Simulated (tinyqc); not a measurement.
Empirical pseudopotential in a few plane waves, step by step. One step of it, computed by the program tinyqc.

Problem. Levels at k. Diagonalise the Hermitian matrix.

H(k) at k (eV):
```
           +0+0+0     -1-1-1     -1-1+1     -1+1-1     -1+1+1     +1-1-1     +1-1+1     +1+1-1
+0+0+0   1.455048   2.347445  -2.347445  -2.347445  -2.347445  -2.347445  -2.347445  -2.347445
-1-1-1   2.347445  16.855193   0.000000   0.000000  -0.394565   0.000000  -0.394565  -0.394565
-1-1+1  -2.347445   0.000000  22.873640   0.394565   0.000000   0.394565   0.000000   0.000000
-1+1-1  -2.347445   0.000000   0.394565  14.377008   0.000000   0.394565   0.000000   0.000000
-1+1+1  -2.347445  -0.394565   0.000000   0.000000  20.395456   0.000000   0.394565   0.394565
+1-1-1  -2.347445   0.000000   0.394565   0.394565   0.000000   9.066614   0.000000   0.000000
+1-1+1  -2.347445  -0.394565   0.000000   0.000000   0.394565   0.000000  15.085061   0.394565
+1+1-1  -2.347445  -0.394565   0.000000   0.000000   0.394565   0.000000   0.394565   6.588430
+1+1+1   2.347445   0.000000  -0.394565  -0.394565   0.000000  -0.394565   0.000000   0.000000
-2+0+0   0.000000  -2.347445  -2.347445  -2.347445   2.347445   0.721551  -0.721551  -0.721551
+0-2+0   0.000000  -2.347445  -2.347445   0.721551  -0.721551  -2.347445   2.347445  -0.721551
+0+0-2   0.000000  -2.347445   0.721551  -2.347445  -0.721551  -2.347445  -0.721551   2.347445
+0+0+2   0.000000  -0.721551   2.347445  -0.721551  -2.347445  -0.721551  -2.347445   0.721551
+0+2+0   0.000000  -0.721551  -0.721551   2.347445  -2.347445  -0.721551   0.721551  -2.347445
+2+0+0   0.000000  -0.721551  -0.721551  -0.721551   0.721551   2.347445  -2.347445  -2.347445

           +1+1+1     -2+0+0     +0-2+0     +0+0-2     +0+0+2     +0+2+0     +2+0+0
+0+0+0   2.347445   0.000000   0.000000   0.000000   0.000000   0.000000   0.000000
-1-1-1   0.000000  -2.347445  -2.347445  -2.347445  -0.721551  -0.721551  -0.721551
-1-1+1  -0.394565  -2.347445  -2.347445   0.721551   2.347445  -0.721551  -0.721551
-1+1-1  -0.394565  -2.347445   0.721551  -2.347445  -0.721551   2.347445  -0.721551
-1+1+1   0.000000   2.347445  -0.721551  -0.721551  -2.347445  -2.347445   0.721551
+1-1-1  -0.394565   0.721551  -2.347445  -2.347445  -0.721551  -0.721551   2.347445
+1-1+1   0.000000  -0.721551   2.347445  -0.721551  -2.347445   0.721551  -2.347445
+1+1-1   0.000000  -0.721551  -0.721551   2.347445   0.721551  -2.347445  -2.347445
+1+1+1  12.606877  -0.721551  -0.721551  -0.721551  -2.347445  -2.347445  -2.347445
-2+0+0  -0.721551  26.944942   0.394565   0.394565  -0.394565  -0.394565   0.000000
+0-2+0  -0.721551   0.394565  21.634548   0.394565  -0.394565   0.000000  -0.394565
+0+0-2  -0.721551   0.394565   0.394565  13.137916   0.000000  -0.394565  -0.394565
+0+0+2  -2.347445  -0.394565  -0.394565   0.000000  25.174811   0.394565   0.394565
+0+2+0  -2.347445  -0.394565   0.000000  -0.394565   0.394565  16.678179   0.394565
+2+0+0  -2.347445   0.000000  -0.394565  -0.394565   0.394565   0.394565  11.367785
```

Give: eigenvalues.

Solution.

eigenvalues (eV): -1.403  4.256  7.274  8.051  12.155  13.578  14.341  15.355  16.905  19.114  19.741  22.155  25.179  27.235  30.306
